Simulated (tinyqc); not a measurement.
Two-mode optical phonons of a ternary alloy from two coupled oscillators: one step, computed by the program tinyqc.

An alloy A(x)B(1-x)C has an A-C and a B-C bond oscillator. Each TO frequency moves linearly from the impurity mode (dilute end) to the TO of the pure crystal; each strength is proportional to the number of bonds.

Question. LO modes, coupled by the field. eps(omega) = eps_inf + W_1/(omega_1^2 - omega^2) + W_2/(omega_2^2 - omega^2) = 0 is the eigenproblem of the matrix [[omega_1^2 + W_1/eps_inf, sqrt(W_1 W_2)/eps_inf], [sqrt(W_1 W_2)/eps_inf, omega_2^2 + W_2/eps_inf]] for omega_LO^2. Uncoupled values keep the diagonal alone. eps_s = eps_inf + W_1/omega_1^2 + W_2/omega_2^2.

omega_1 (A-C, TO) = 356.916 1/cm

omega_2 (B-C, TO) = 267.54 1/cm

eps_inf = 10.3558

W_1 = 99160.42 1/cm^2

W_2 = 100963.9 1/cm^2

Give: matrix; lower LO mode; upper LO mode; uncoupled values; eps_s.

Answer.

matrix (1/cm^2):
```
           1          2
1  1.370e+05  9.662e+03
2  9.662e+03  8.133e+04
```

lower LO mode = 282.3 1/cm

upper LO mode = 372.3 1/cm

uncoupled values (1/cm): 285.2  370.1

eps_s = 12.54

The field pushes the upper mode up by 2.20 and the lower one down by 2.87 per cm; the lower LO stays between the two TO modes.
